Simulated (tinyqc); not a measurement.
Energy and delay of logic against supply voltage: two steps of the calculation.

One expression serves below and above threshold: I(Vg) = Ik [ln(1 + exp((Vg - VT + dd V)/(al nf Vt)))]^al, with I_on = I(V) and I_off = I(0). Gate delay td = kd C V/I_on, clock period LD td. Per gate and cycle the switching energy is act C V^2 and the leakage energy I_off V LD td. No short-circuit current, no variation. Minima are sought above 0.09 V; below a few Vt gates no longer switch and the model has no meaning.

Parameters, values chosen for the exercise; values of the order met in logic technologies:
```
symbol  value  unit                               meaning
T         250     K                           temperature
VT       0.23     V  threshold voltage at zero drain bias
nf       1.05                                slope factor
dd       0.11         barrier lowering per volt of supply
Ik       0.71    uA            specific current of a gate
al       1.64                 exponent of the current law
C        0.69    fF            load capacitance of a gate
kd        0.7                                delay factor
LD         30                                 logic depth
act      0.02                             activity factor
V        0.35     V                        supply voltage
```

Constants: q = 1.602176634e-19 C, kB = 1.380649e-23 J/K, Vt = kB T/q. Results are converted to the units shown.

Problem 1. Currents, delay and energies. I_on, I_off, td, clock frequency 1/(LD td), both energies and their sum.

Find: I_on; I_off; td; clock frequency; switching energy; leakage energy; energy.

Solution 1.

I_on = 7.7247 uA
I_off = 0.14879 nA
td = 21.884 ps
clock frequency = 1.5232 GHz
switching energy = 1.6905 aJ
leakage energy = 0.034190 aJ
energy = 1.7247 aJ

I_on/I_off = 51900; leakage makes up 1.98 % of the energy.

Problem 2. New V. Minimum-energy supply: E(V) is the energy per gate and cycle; with h = 0.001 V, E' = (E(V + h) - E(V - h))/(2 h), E'' = (E(V - h) - 2 E(V) + E(V + h))/h^2, V(new) = V - E'/E''.

V at the start = 0.22 V

Find: E'; E''; V after iteration 1.

Solution 2.

E' = 4.372 aJ/V
E'' = 77.66 aJ/V^2
V after iteration 1 = 0.1637 V

Program tinyqc, `OMP_NUM_THREADS=1 python tinyqc.py 2082195 2082196 out.jsonl`; Intel Xeon 2.30GHz, shared host, one thread, about 0.01 s.
